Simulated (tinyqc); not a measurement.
What moves the results: Wannier function of the lower band of a two-orbital chain. A value that a table varies takes the place of the one given here.

H(k) = [[-d/2 - 2 ta cos k, -t1 - t2 exp(-ik)], [-t1 - t2 exp(ik), d/2 - 2 tb cos k]], k in 1/a, Bloch sums with exp(ikR) and without the positions inside the cell. Mesh k_j = 2 pi j/N. Projection gauge: each lower eigenvector u is multiplied by the phase that makes <trial|u> real and positive (the one-band case of Loewdin orthogonalisation). Wannier amplitudes w(R) = (1/N) sum_k exp(ikR) u(k); hoppings H(R) = (1/N) sum_k exp(-ikR) E(k).

Values chosen for the exercise: d = -0.81 eV (A at -d/2, B at +d/2); t1 = 1.56 eV (A-B in the cell); t2 = 0.58 eV (B to A of the next cell); ta = 0.04 eV (A-A between cells); tb = 0.38 eV (B-B between cells); xb = 0.34 a (position of B (A at 0)); th = 60 degrees (trial orbital cos(th) A + sin(th) B in cell 0).

## Convergence with the mesh

Centre and Omega_I from overlaps M_j = u_j^+ diag(1, exp(-i b xb)) u_(j+1), b = 2 pi/N: centre -(1/2 pi) sum arg M, Omega_I = (1/(N b^2)) sum (1 - |M|^2). Largest error of the Fourier interpolation on 41 points from 0 to pi.

Mesh:

| N | centre (a) | Omega_I (a^2) | H(1) (eV) | largest error (meV) |
|---|---|---|---|---|
| 3 | 0.20761 | 0.03799 | -0.50339 | 110.248 |
| 4 | 0.20115 | 0.03985 | -0.53095 | 17.656 |
| 6 | 0.19785 | 0.04527 | -0.52656 | 3.874 |
| 8 | 0.19649 | 0.04749 | -0.52630 | 1.139 |
| 12 | 0.19547 | 0.04915 | -0.52627 | 0.092 |
| 16 | 0.19510 | 0.04975 | -0.52627 | 0.008 |
| 24 | 0.19484 | 0.05020 | -0.52627 | 0.000 |

The interpolation error falls exponentially, from 17.7 meV at N = 4 to 0.092 at N = 12, because the hoppings decay exponentially for an isolated band (smallest gap 1.96 eV). Omega_I carries a finite-difference error and converges as a power: against the value 0.05056 on 400 points it is off by -0.00141 at N = 12 and -0.00036 at N = 24, an exponent of 1.96, near the limit 2.

## Choice of the trial orbital

N = 16. Centre, Omega_I and Omega_D from overlaps (b = 2 pi/N, M_j = u_j^+ diag(1, exp(-i b xb)) u_(j+1); Omega_D = (1/(N b^2)) sum (arg M_j + b centre)^2).

Trial angle:

| th (deg) | smallest projection | centre (a) | Omega_I (a^2) | Omega_D (a^2) |
|---|---|---|---|---|
| 0 | 0.579 | 0.1951 | 0.04975 | 0.02202 |
| 15 | 0.771 | 0.1951 | 0.04975 | 0.00658 |
| 30 | 0.909 | 0.1951 | 0.04975 | 0.00121 |
| 45 | 0.977 | 0.1951 | 0.04975 | 0.00003 |
| 60 | 0.968 | 0.1951 | 0.04975 | 0.00166 |
| 75 | 0.882 | 0.1951 | 0.04975 | 0.00654 |
| 90 | 0.730 | 0.1951 | 0.04975 | 0.01748 |

Omega_I is the same for all. Omega_D is smallest at 45 degrees (0.00003) and largest at 0 (0.02202). The centre does not move.

## Centre against ionicity

N = 24, d varied. Overlaps M_j = u_j^+ diag(1, exp(-i b xb)) u_(j+1), b = 2 pi/N; centre -(1/2 pi) sum arg M_j folded into [0, 1); Omega_I = (1/(N b^2)) sum (1 - |M_j|^2); charge moved is -2 times the shift of the centre from its value at d = 0 (a doubly filled band); weight on A averaged over the mesh.

Against d:

| d (eV) | centre (a) | charge moved (e) | weight on A | Omega_I (a^2) |
|---|---|---|---|---|
| -6.0 | 0.3246 | -0.3687 | 0.059 | 0.0088 |
| -3.0 | 0.2923 | -0.3041 | 0.156 | 0.0232 |
| -1.5 | 0.2374 | -0.1941 | 0.293 | 0.0415 |
| -0.5 | 0.1737 | -0.0667 | 0.440 | 0.0525 |
| 0.0 | 0.1403 | 0.0000 | 0.520 | 0.0531 |
| 0.5 | 0.1110 | 0.0585 | 0.595 | 0.0503 |
| 1.5 | 0.0691 | 0.1424 | 0.719 | 0.0398 |
| 3.0 | 0.0363 | 0.2080 | 0.837 | 0.0249 |
| 6.0 | 0.0135 | 0.2536 | 0.936 | 0.0102 |

For large positive d the function sits on A (centre 0.013) and for large negative d on B at 0.34 (centre 0.325); at d = 0 it lies at 0.140, on the bond inside the cell, the stronger one. Among these rows the spread is largest at d = 0 eV.

## What each parameter does

N = 24: centre (folded into [0, 1)) and Omega_I from overlaps M_j = u_j^+ diag(1, exp(-i b xb)) u_(j+1), b = 2 pi/N: centre = -(1/2 pi) Im ln prod M_j, Omega_I = mean(1 - |M_j|^2)/b^2; and the first two hoppings H(R). Each row changes one parameter from the base and keeps the others.

Results:

| case | centre (a) | Omega_I (a^2) | H(1) (eV) | H(2) (eV) |
|---|---|---|---|---|
| base | 0.1948 | 0.0502 | -0.5263 | 0.0221 |
| d = -0.51 eV | 0.1743 | 0.0524 | -0.5152 | 0.0203 |
| t1 = 1.71 eV | 0.1937 | 0.0464 | -0.5252 | 0.0201 |
| t2 = 0.48 eV | 0.1969 | 0.0437 | -0.4800 | 0.0137 |
| ta = 0.14 eV | 0.2037 | 0.0475 | -0.5653 | 0.0245 |
| xb = 0.39 a | 0.2253 | 0.0590 | -0.5263 | 0.0221 |
| th = 70 degrees | 0.1948 | 0.0502 | -0.5263 | 0.0221 |

The largest shifts from the base row, up to three for each result and ties (the steps differ in size, so this ranks the rows, not the parameters). centre (a): xb +0.0305, d -0.0205, ta +0.0089; unchanged at the printed digits by th. Omega_I (a^2): xb +0.0088, t2 -0.0065, t1 -0.0038; unchanged at the printed digits by th. H(1) (eV): t2 +0.0462, ta -0.0390, d +0.0111; unchanged at the printed digits by xb and th. H(2) (eV): t2 -0.0085, ta +0.0024, t1 -0.0020; unchanged at the printed digits by xb and th. The trial angle is a choice of gauge and moves none of these; xb enters the position operator alone, so it leaves the hoppings.

Run: tinyqc, `OMP_NUM_THREADS=1 python tinyqc.py 1452410 1452411 out.jsonl`; Intel(R) Xeon(R) Processor @ 2.30GHz, one thread, shared host; about 0.1 s of CPU time with all checks.
